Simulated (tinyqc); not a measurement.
Round nanowire with a gate all round, subbands and threshold shift from confinement: one step of the calculation.

Undoped body with a flat potential across it, hard walls, transport along x. Three valley pairs (g = 2 each) with the longitudinal mass along x, y or z. Non-parabolicity enters the subband edges through E (1 + al E) = gamma, so E = 2 gamma/(1 + sqrt(1 + 4 al gamma)); motion within a subband is taken as parabolic with the band-edge mass. Energies are counted from the bulk band edge.

Problem. Threshold shift. Each subband has N_k = g sqrt(2 mx m0 kB T/(pi hbar^2)); without degeneracy n = exp(EF/Vt) sum N_k exp(-E_k/Vt). Classical value Nc times pi t^2/4, Nc = sum over valleys of 2 g (m m0 kB T/(2 pi hbar^2))^1.5 with m = (mx my mz)^(1/3). Threshold shift dVT = Vt ln(classical value/sum N_k exp(-E_k/Vt)). Use the subbands listed.

Parameters, values chosen for the exercise; masses close to those of silicon: temperature T = 77 K; longitudinal mass ml = 0.923 m0; transverse mass mt = 0.193 m0; diameter t = 6.5 nm.

Constants: q = 1.602176634e-19 C, kB = 1.380649e-23 J/K, hbar = 1.054571817e-34 J s, m0 = 9.1093837015e-31 kg, Vt = kB T/q. Results are converted to the units shown.

```
subband     E_k (eV)  N_k (cm^-1)
y0,1     0.065342923  2.0687311e6
z0,1     0.065342923  2.0687311e6
x0,1      0.10808516  4.5240380e6
y1,1      0.16588830  4.1374623e6
z1,1      0.16588830  4.1374623e6
```

Wanted: shares; sum N_k exp(-E_k/Vt); Nc; classical value; dVT.

Solution.

shares, subband y0,1 to z1,1 (%): 49.91  49.91  0.17  0.00  0.00
sum N_k exp(-E_k/Vt) = 219.1 cm^-1
Nc = 3.630e18 cm^-3
classical value = 1.205e6 cm^-1
dVT = 57.14 mV

Range of the model: For the strongly anisotropic y and z valleys the mean inverse mass serves only for l = 0; pairs with l > 0 really split widely.

Program tinyqc, `OMP_NUM_THREADS=1 python tinyqc.py 2350058 2350059 out.jsonl`; Intel Xeon 2.30GHz, shared host, one thread, about 0.2 s.
